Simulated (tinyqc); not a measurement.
# Capacitance measurement on a leaky thin oxide: effects of series resistance and leakage: two studies

The device is a capacitance C in parallel with a leakage conductance G, in series with Rs and Ls. An impedance meter reports either a parallel pair (Cp, Gp) from Y = 1/Z = Gp + i w Cp or a series pair (Cs, Rm) from Z = Rm + 1/(i w Cs); w = 2 pi f, dissipation D = Gp/(w |Cp|).

Parameters, values chosen for the exercise; values of the order met in thin-oxide MOS capacitors:

| symbol | value | unit | meaning |
|---|---|---|---|
| eox | 24.8 |  | relative permittivity of the gate insulator (close to zirconium oxide) |
| tox | 9 | nm | insulator thickness |
| A | 10000 | um^2 | gate area |
| zc | 0.32 | nm | oxide-equivalent thickness added by the accumulation layer |
| zp | 0 | nm | oxide-equivalent thickness added by gate depletion |
| Jg | 1.4 | A/cm^2 | gate leakage current density, not matched to the thickness |
| Vs | 0.43 | V | voltage for an e-fold rise of the leakage |
| Rs | 67 | ohm | series resistance |
| Ls | 0 | nH | series inductance |
| f | 1e5 | Hz | measuring frequency |

Constants: eps0 = 8.8541878128e-14 F/cm where lengths are in cm. Results are converted to the units shown.

Each table varies one quantity; the others keep the values above.

## Readings against frequency

EOT = 3.9 tox/eox; CET = EOT + zc + zp; C = 3.9 eps0 A/CET; G = Jg A/Vs. Z = Rs + i w Ls + 1/(G + i w C); CET read from Cp = 3.9 eps0 A/Cp; errors under 0.001 % are printed as 0.

The same in every row: C (pF) = 199.0.

Readings against frequency:
```
f (Hz)	Cp (pF)	Cs (pF)	D	error of Cp (%)	error of Cs (%)	CET read from Cp (nm)
1000	190.6	1.349e7	266.1	-4.22	6.78e6	1.812
3000	190.6	1.499e6	88.69	-4.22	7.53e5	1.812
10000	190.6	1.351e5	26.61	-4.22	6.78e4	1.812
30000	190.6	1.519e4	8.872	-4.22	7530	1.812
1e5	190.6	1548	2.669	-4.23	678	1.812
3e5	190.5	348.9	0.9121	-4.28	75.3	1.813
1e6	189.3	212.5	0.3499	-4.86	6.78	1.824
3e6	179.7	200.5	0.3400	-9.69	0.753	1.921
1e7	114.0	199.1	0.8643	-42.7	0.0678	3.030
3e7	27.04	199.0	2.522	-86.4	7.53e-3	12.77
```

D goes from 266 through a minimum of 0.340 (at f = 3e6 Hz among the rows listed) to 2.52; without inductance its minimum lies at f = sqrt(G (1 + G Rs)/Rs)/(2 pi C) = 1.78e6 Hz. The error of Cp goes from -4.22 to -86.4 % and that of Cs from 6.78e6 to 0.00753 %; at low frequency Cp tends to C/(1 + G Rs)^2 and Cs grows as 1 + (G/(w C))^2. One of the two readings is within 2 % of C for f = 3e6, 1e7, 3e7 Hz. For f = 1000, 3000, 10000, 30000, 1e5, 3e7 D exceeds 1, where the accuracy of real meters degrades in proportion to sqrt(1 + D^2).

## Effect of the gate area

Same model as above.

Rs is held fixed.

Effect of the gate area:
```
A (um^2)	C (pF)	Cp (pF)	Cs (pF)	D	error of Cp (%)	error of Cs (%)	CET read from Cp (nm)
20	0.39798	0.39795	3.0967	2.6042	-8.73e-3	678	1.7355
70	1.3929	1.3925	10.838	2.6045	-0.0305	678	1.7359
200	3.9798	3.9763	30.967	2.6053	-0.0872	678	1.7368
600	11.939	11.908	92.901	2.6079	-0.261	678	1.7399
2000	39.798	39.453	309.67	2.6171	-0.867	678	1.7505
5000	99.495	97.358	774.17	2.6366	-2.15	678	1.7734
10000	198.99	190.57	1548.3	2.6692	-4.23	678	1.8120
40000	795.96	672.69	6193.4	2.8648	-15.5	678	2.0533
```

What does the table show?

As A goes from 20 to 40000, the error of Cp goes from -0.00873 to -15.5 %, that of Cs from 678 to 678 %, and D rises from 2.60 to 2.86. The CET read from Cp goes from 1.74 to 2.05 nm against the true 1.74 nm. G/(w C) does not depend on the area, while G Rs and w C Rs grow with it. In every row D exceeds 1, where the accuracy of real meters degrades in proportion to sqrt(1 + D^2).

tinyqc, about 0.01 s, one thread, Intel Xeon 2.30GHz (shared host): `OMP_NUM_THREADS=1 python tinyqc.py 2022127 2022128 out.jsonl`
